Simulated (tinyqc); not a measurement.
Implant damage, amorphisation by cascade overlap, and solid-phase epitaxial regrowth: one step, computed by the program tinyqc. Command: `OMP_NUM_THREADS=1 python tinyqc.py 3114061 3114062 out.jsonl sper walk`. One thread of a shared host (Intel(R) Xeon(R) Processor @ 2.30GHz), about 0.01 s of CPU time with the checks.

Range and width of the damage are inputs. Dynamic annealing enters only through the surviving share f.

Question. The amorphous layer. Displaced share x(z) = f nu Q exp(-(z - R_d)^2/(2 s_d^2))/(sqrt(2 pi) s_d N); the layer is amorphous where x > x_c, between R_d -/+ s_d sqrt(2 ln(x_max/x_c)), the upper edge being cut at the surface. Threshold dose Q_c = Q x_c/x_max.

Inputs (values chosen for the exercise, modelled on fluorine ions in silicon):
```
quantity                           value    unit
atomic density N                    49.9  1/nm^3
depth of the damage peak R_d          33      nm
width of the damage profile s_d       17      nm
share of defects that survive f     0.94       -
critical displaced share x_c        0.16       -
dose Q                           2.4e+15  1/cm^2
```

displacements per ion nu = 335.5682

Give: peak displaced share x_max; threshold dose Q_c; upper edge; lower edge.

Answer.

peak displaced share x_max = 3.560

threshold dose Q_c = 1.079e+14 1/cm^2

upper edge = 0 nm

lower edge = 75.35 nm

The layer reaches the surface. Caution: x above 1 counts atoms displaced more than once.
